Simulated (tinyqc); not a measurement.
# Permittivity and interface capacitance from two thicknesses

Problem. 1/C = t/(eps0 ek) + 2/ci for planar capacitors that differ only in thickness. Find ek, ci and the EOT of the interfaces, 2 x 3.9 eps0/ci.

Constants: eps0 = 8.8541878128e-14 F/cm where lengths are in cm. Results are converted to the units shown.

C at t = 4.3 and 13 nm (uF/cm^2): 13.865981  5.3502538

Answer. 1/C is a straight line in t: the slope gives ek and the intercept 2/ci. A single thickness would give only the effective permittivity; when the interfaces are a small part of 1/C, ci needs very accurate data.

ek = 85.60
ci = 130.0 uF/cm^2
EOT of the interfaces = 0.05313 nm

Computed by the program tinyqc: `OMP_NUM_THREADS=1 python tinyqc.py 2102142 2102143 out.jsonl`, one thread of a shared Intel Xeon 2.30GHz, about 0.01 s for the whole run.
